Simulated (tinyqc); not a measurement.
# Worked calculation: capacitance of parallel on-chip lines from Laplace's equation on a mesh

Program tinyqc, `OMP_NUM_THREADS=1 python tinyqc.py 2790203 2790204 out.jsonl`; Intel Xeon 2.30GHz, shared host, one thread, about 0.8 s. Printed values are rounded.

Cross-section of an endless row of equal lines between two grounded planes; neighbours are driven in antiphase (+1 V and -1 V), so the plane midway between two lines is at 0 V. By symmetry one quarter is solved: x runs from the centre of a line (column 0, mirror) to that midplane (column 4, 0 V), y from the mid-height of the line (row 0, mirror) to the ground plane (row 5, 0 V). The line fills columns 0 to 2 and rows 0 to 2 at 1 V. Cells beside the line (below row 2) have e2, cells above have e1. Each link between nodes has the conductance g = mean permittivity of the two cells beside it (a cell beyond a mirror counts as 0), and the free nodes obey sum g (V_neighbour - V) = 0.

Inputs (values chosen for the exercise): relative permittivity above and below the lines e1 = 3; relative permittivity between the lines e2 = 3.9; over-relaxation factor om = 1.

Constants: eps0 = 8.8541878128e-12 F/m. Results are converted to the units shown.

## Link conductances

gx[j, i] joins node (row j, column i) to column i + 1, gy[j, i] to row j + 1.

gx:
```
       col 0  col 1  col 2  col 3
row 0   1.95   1.95   1.95   1.95
row 1    3.9    3.9    3.9    3.9
row 2   3.45   3.45   3.45   3.45
row 3      3      3      3      3
row 4      3      3      3      3
row 5    1.5    1.5    1.5    1.5
```

gy:
```
       col 0  col 1  col 2  col 3  col 4
row 0   1.95    3.9    3.9    3.9   1.95
row 1   1.95    3.9    3.9    3.9   1.95
row 2    1.5      3      3      3    1.5
row 3    1.5      3      3      3    1.5
row 4    1.5      3      3      3    1.5
```

## Iteration 1: relaxation sweep

V at the start (V):
```
       col 0  col 1  col 2  col 3  col 4
row 0      1      1      1      0      0
row 1      1      1      1      0      0
row 2      1      1      1      0      0
row 3      0      0      0      0      0
row 4      0      0      0      0      0
row 5      0      0      0      0      0
```

One sweep visits the free nodes row by row from row 0, left to right, and replaces V by V + om (weighted mean of the neighbours - V), using new values at once.

V after sweep 1 (V):
```
         col 0    col 1    col 2    col 3    col 4
row 0  1.00000  1.00000  1.00000  0.25000  0.00000
row 1  1.00000  1.00000  1.00000  0.31250  0.00000
row 2  1.00000  1.00000  1.00000  0.33832  0.00000
row 3  0.25000  0.31250  0.32812  0.16661  0.00000
row 4  0.06250  0.09375  0.10547  0.06802  0.00000
row 5  0.00000  0.00000  0.00000  0.00000  0.00000
```

## Iteration 2: relaxation sweep

As before.

V after sweep 2 (V):
```
         col 0    col 1    col 2    col 3    col 4
row 0  1.00000  1.00000  1.00000  0.40625  0.00000
row 1  1.00000  1.00000  1.00000  0.43614  0.00000
row 2  1.00000  1.00000  1.00000  0.40948  0.00000
row 3  0.42188  0.46094  0.43325  0.22769  0.00000
row 4  0.15234  0.17969  0.17024  0.09948  0.00000
row 5  0.00000  0.00000  0.00000  0.00000  0.00000
```

## Course of the relaxation

Stop when no node changes by 1e-7 V. C = 4 eps0 sum g (difference of V along the link)^2, in aF/um.

Course of the iteration:
```
sweep  C (aF/um)  largest change (V)
1        344.239               0.338
2        297.591               0.172
3        287.548              0.0967
4        285.082              0.0528
5        284.420              0.0288
6        284.242              0.0153
7        284.195             8.00e-3
8        284.183             4.14e-3
9        284.179             2.13e-3
...          ...                 ...
16       284.178             1.99e-5
17       284.178             1.02e-5
18       284.178             5.24e-6
19       284.178             2.69e-6
20       284.178             1.38e-6
21       284.178             7.06e-7
22       284.178             3.62e-7
23       284.178             1.85e-7
24       284.178             9.51e-8
```

Converged in 24 sweeps. Over the last four sweeps the change shrinks by about 0.51 a sweep. C comes down from above, since the solution minimises the energy.

## Capacitance per length

converged V (V):
```
         col 0    col 1    col 2    col 3    col 4
row 0  1.00000  1.00000  1.00000  0.49246  0.00000
row 1  1.00000  1.00000  1.00000  0.48492  0.00000
row 2  1.00000  1.00000  1.00000  0.44723  0.00000
row 3  0.63195  0.61291  0.53170  0.27685  0.00000
row 4  0.30198  0.28798  0.23704  0.12847  0.00000
row 5  0.00000  0.00000  0.00000  0.00000  0.00000
```

C = 4 eps0 sum g (difference of V)^2 over all links (twice the energy of the four quarters, line at 1 V). Plate estimate without fringing: eps0 [2 e1 w/hd + 2 e2 t/(s/2)], w = 4 hx, t = 4 hx, s/2 = 2 hx, hd = 3 hx.

C = 284.178 aF/um
plate estimate = 208.959 aF/um

C depends on the shape only, not on the mesh step hx. Meshes 6, 12 and 24 times finer extrapolate (Aitken) to 272.1 aF/um; this mesh is 4.5 % above that, and the plate estimate is 23 % below it.
